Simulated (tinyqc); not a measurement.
# Gate voltage for a wanted density

Question. A HEMT has a barrier of thickness d, permittivity eb and off voltage Voff; energies are counted from the channel band edge at the interface. F = q (eta ns + Nb)/(eps0 ec) in eV/nm; E_k = a_k (C F^2/me)^(1/3), a_0 = 2.338107, a_1 = 4.087949, C = hbar^2/(2 m0); D = me m0 q/(pi hbar^2); ns = D Vt [ln(1 + exp((EF - E_0)/Vt)) + ln(1 + exp((EF - E_1)/Vt))], which gives EF = E_0 + Vt ln{2 s/[(1 + u) + sqrt((1 + u)^2 + 4 u s)]} with s = exp(ns/(D Vt)) - 1, u = exp((E_0 - E_1)/Vt). Charge control: ns + Nb = eps0 eb (Vg - Voff - EF)/(q d). Find E_0, E_1, EF and the Vg that gives this ns.

Inputs (values chosen for the exercise); material values close to those of AlGaAs on GaAs:

| symbol | value | unit | meaning |
|---|---|---|---|
| T | 500 | K | temperature |
| d | 15 | nm | barrier thickness from gate to channel |
| me | 0.0667 | m0 | electron mass in the channel |
| ec | 13 |  | relative permittivity of the channel |
| eta | 0.6875 |  | share of ns that counts in the confining field |
| Nb | 1.6e10 | cm^-2 | depletion charge of the buffer |

Constants: q = 1.602176634e-19 C, kB = 1.380649e-23 J/K, hbar = 1.054571817e-34 J s, m0 = 9.1093837015e-31 kg, Vt = kB T/q, eps0 = 8.8541878128e-14 F/cm where lengths are in cm, hbar^2/(2 m0) = 0.0380998212 eV nm^2. Results are converted to the units shown.

ns = 3.9e11 cm^-2
eb = 11.8
Voff = 0.57985015 V

Answer. In this direction nothing needs iterating: ns fixes the field, the levels and EF, and the charge-control relation gives Vg.

E_0 = 0.0485 eV
E_1 = 0.0848 eV
EF = -0.0113 eV
Vg = 0.662 V

Program tinyqc, `OMP_NUM_THREADS=1 python tinyqc.py 2180129 2180130 out.jsonl`; Intel Xeon 2.30GHz, shared host, one thread, about 0.01 s.
